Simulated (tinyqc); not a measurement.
Remanence, coercive field and barrier from the coefficients.

Problem. u = al P^2 + be P^4 - E P (P in uC/cm^2, E in kV/cm, u in mJ/cm^3). Find Pr, the polarisation Pc at which dE/dP = 0, Ec and the barrier u(0) - u(Pr).

al = -1.9021629 kV cm/uC
be = 0.0012131141 kV cm^5/uC^3

Solution. Pr^2 = -al/(2 be), Pc^2 = -al/(6 be), Ec = -(4/3) al Pc and the barrier is al^2/(4 be).

Pr = 28.0 uC/cm^2
Pc = 16.2 uC/cm^2
Ec = 41.0 kV/cm
barrier = 746 mJ/cm^3

tinyqc, about 0.07 s, one thread, Intel Xeon 2.30GHz (shared host): `OMP_NUM_THREADS=1 python tinyqc.py 2860007 2860008 out.jsonl`
